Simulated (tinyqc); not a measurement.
Worked calculation: two-band massive Dirac model of the K valleys. Values are carried at full precision from step to step, so a last printed digit may differ when a step is redone from the rounded ones.

Basis (conduction, valence): H = [[D/2, a t (tau kx - i ky)], [a t (tau kx + i ky), -D/2 + lam tau sz]], valley tau = +/-1, spin sz = +/-1. The gap of a spin and valley is G = D - lam tau sz. Berry curvature Omega = curl of i<u|grad u>; for the conduction band Omega_c = -tau 2 a^2 t^2 G/(G^2 + 4 a^2 t^2 k^2)^(3/2), and Omega_v = -Omega_c.

Constants: hbar^2/2m0 = 3.80998211 eV angstrom^2.

Values chosen for the exercise (near those used for monolayer MoS2; shifted at random, so the results belong to these values and not to a real crystal):
- a = 3.186 angstrom (lattice constant)
- D = 1.76 eV (gap parameter)
- t = 1.03 eV (effective hopping)
- lam = 0.078 eV (half the valence spin splitting)
- tau = -1 (valley)
- sz = -1 (spin)
- k = (-0.114, 0.116) 1/angstrom (wave vector from the valley)
- h = 0.04 1/angstrom (side of the plaquette)

## Band edges of the four flavours

At k = 0: Ec = D/2, Ev = -D/2 + lam tau sz; mass m/m0 = c G/(a t)^2 for both bands, c = hbar^2/2m0; Omega_c(0) = -2 tau a^2 t^2/G^2.

Edges:
```
tau  sz  Ec (eV)  Ev (eV)  G (eV)  mass (m0)  Omega_c (angstrom^2)
1     1   0.8800  -0.8020  1.6820     0.5951                -7.613
1    -1   0.8800  -0.9580  1.8380     0.6503                -6.375
-1    1   0.8800  -0.9580  1.8380     0.6503                 6.375
-1   -1   0.8800  -0.8020  1.6820     0.5951                 7.613
```

The top of the valence band has spin up at tau = +1 and spin down at tau = -1: spin and valley are locked, with 156 meV between the two valence bands (A and B transitions at 1.682 and 1.838 eV, without exciton binding).

## H at one k

Fill in the matrix and diagonalise: E = lam tau sz/2 -/+ sqrt(G^2/4 + a^2 t^2 k^2).

H (eV):
```
                c               v
c          0.8800  0.3741-0.3807i
v  0.3741+0.3807i         -0.8020
```

levels (eV): -0.9571  1.0351

cos(theta) = G/(E+ - E-) = 0.8443

## Curvature, orbital moment and circular dichroism

Omega_c from the formula; orbital moment of both bands m = -tau (a t)^2 G/(c (G^2 + 4 a^2 t^2 k^2)) in Bohr magnetons (charge -e), c = hbar^2/2m0; interband strengths |P+/-|^2 proportional to (1 +/- tau cos(theta))^2 for P+/- = Px +/- i Py, and eta = (|P+|^2 - |P-|^2)/(|P+|^2 + |P-|^2) = 2 tau cos(theta)/(1 + cos^2(theta)).

Omega_c = 4.582 angstrom^2
orbital moment = 1.198 muB
eta = -0.9859

All three change sign with the valley. The selection rule, exact at k = 0, still holds to 98.6 % here.

## The curvature from a plaquette

Corners counter-clockwise around k, from (-h/2, -h/2); upper eigenvector u with its first component real and positive; Omega = -(sum of arg <u_j|u_(j+1)>)/h^2.

Corners:
```
j       kx      ky      u_c               u_v  arg <u_j|u_j+1> (rad)
1  -0.1340  0.0960  0.95944  0.22917+0.16418i               0.011710
2  -0.0940  0.0960  0.97100  0.16728+0.17084i               0.011458
3  -0.0940  0.1360  0.95925  0.16066+0.23244i              -0.015353
4  -0.1340  0.1360  0.94919  0.22087+0.22417i              -0.015137
```

Omega_c from the plaquette = 4.577 angstrom^2

The formula at the centre gives 4.582; the plaquette averages over its area.

## Checks

- Curvature formula against a plaquette of side 1e-4: both 4.5822.
- Eta against the matrix elements of dH/dkx +/- i dH/dky: both -0.98585.

Program tinyqc; command `OMP_NUM_THREADS=1 python tinyqc.py 1481203 1481204 out.jsonl`; about 0.01 s on one thread of a shared Intel(R) Xeon(R) Processor @ 2.30GHz.
